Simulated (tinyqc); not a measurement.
Inside a calculation: Slater-Koster d bands of an fcc metal. Values are carried at full precision from step to step, so a last printed digit may differ when a step is redone from the rounded ones.

Slater-Koster d bands. For a bond with direction cosines (l, m, n) the 5 x 5 block is dds Ps + ddp Pp + ddd (1 - Ps - Pp), the projectors on sigma, pi and delta states about the bond; for instance <xy|xy> = 3 l^2 m^2 dds + (l^2 + m^2 - 4 l^2 m^2) ddp + (n^2 + l^2 m^2) ddd, <xy|yz> = 3 l m^2 n dds + l n (1 - 4 m^2) ddp + l n (m^2 - 1) ddd and <3z2-r2|3z2-r2> = (n^2 - (l^2 + m^2)/2)^2 dds + 3 n^2 (l^2 + m^2) ddp + (3/4)(l^2 + m^2)^2 ddd. H(k) sums the blocks times cos(k.R) over the neighbours; the d level is the zero of energy; k in 2 pi/a.

Values chosen for the exercise (of the size met in Cu; shifted at random, so the results belong to these values and not to a real crystal):
- dds = -0.329 eV (dd sigma)
- ddp = 0.174 eV (dd pi)
- ddd = -0.046 eV (dd delta)
- k = (0.62, 0.36, 0) 2 pi/a (wave vector)
- Nd = 9 (d electrons per atom)

## The block of one bond

Direction (1,1,0)/sqrt2; its eigenvalues must be dds once, ddp twice and ddd twice.

block (eV), rows xy, yz, zx, x2-y2, 3z2-r2 and columns alike:
$$\begin{pmatrix}
-0.2582 & 0 & 0 & 0 & 0.1225 \\
0 & 0.0640 & 0.1100 & 0 & 0 \\
0 & 0.1100 & 0.0640 & 0 & 0 \\
0 & 0 & 0 & 0.1740 & 0 \\
0.1225 & 0 & 0 & 0 & -0.1168
\end{pmatrix}$$

## Levels at Gamma

Neighbours: twelve at (a/2)(1,1,0) and equivalents.

Summing the blocks at k = 0 gives E(t2g) = 3 dds + 4 ddp + 5 ddd, E(eg) = 1.5 dds + 6 ddp + 4.5 ddd.

levels (eV): t2g (threefold) -0.5210, eg (twofold) 0.3435

The t2g level lies lower, by 0.8645 eV.

## The Hamiltonian at one k

Sum over the neighbours.

H(k) (eV), rows xy, yz, zx, x2-y2, 3z2-r2 and columns alike:
$$\begin{pmatrix}
0.1767 & 0 & 0 & 0 & -0.4124 \\
0 & -0.5742 & -0.3702 & 0 & 0 \\
0 & -0.3702 & 0.4491 & 0 & 0 \\
0 & 0 & 0 & -0.1193 & 0.3998 \\
-0.4124 & 0 & 0 & 0.3998 & 0.0966
\end{pmatrix}$$

## Levels and character

Diagonalise H; t2g is xy, yz, zx and eg the other two.

levels (eV): [-0.6941, -0.5314, 0.0286, 0.5690, 0.6568]

weights, rows t2g, eg; columns band 1, band 2, band 3, band 4, band 5:
$$\begin{pmatrix}
1.000 & 0.149 & 0.483 & 1.000 & 0.368 \\
0.000 & 0.851 & 0.517 & 0.000 & 0.632
\end{pmatrix}$$

## Levels at points of symmetry

Coordinates: G (0, 0, 0), X (1, 0, 0), W (1, 0.5, 0), L (0.5, 0.5, 0.5), K (0.75, 0.75, 0); the others lie half way.

Levels (eV):
```
k        band 1  band 2  band 3  band 4  band 5
G        -0.521  -0.521  -0.521   0.344   0.344
G-X 0.5  -1.033  -0.467   0.256   0.256   0.696
X        -1.545  -1.278   1.033   1.033   1.048
W        -0.696  -0.256  -0.256   0.467   1.033
L        -0.880  -0.419  -0.419   0.859   0.859
L-G 0.5  -0.701  -0.253  -0.253   0.384   0.384
K        -1.090  -0.595   0.457   0.597   0.897
```

On these points the bands run from -1.545 (X) to 1.048 eV (X).

## Second moment and the rectangular band

mu2 = z (dds^2 + 2 ddp^2 + 2 ddd^2)/5 per orbital, with z = 12. A rectangular band with the same mu2 has width W = sqrt(12 mu2), Fermi level W (Nd/10 - 1/2) and bond energy -W Nd (10 - Nd)/20 (Friedel).

mu2 = 0.4153 eV^2
W = 2.2323 eV
Fermi level = 0.8929 eV
bond energy per atom = -1.0045 eV

The bond energy is the attractive part alone; the repulsion between atoms, left out, cancels a large share of it in the cohesive energy.

## Checks

- Levels at Gamma from the formulas against H(0): they agree to 1e-10 or better.
- Second moment from the formula against the mean square level on the mesh: both 0.415260.

tinyqc: `OMP_NUM_THREADS=1 python tinyqc.py 1481682 1481683 out.jsonl`; about 0.03 s, one thread, shared Intel(R) Xeon(R) Processor @ 2.30GHz.
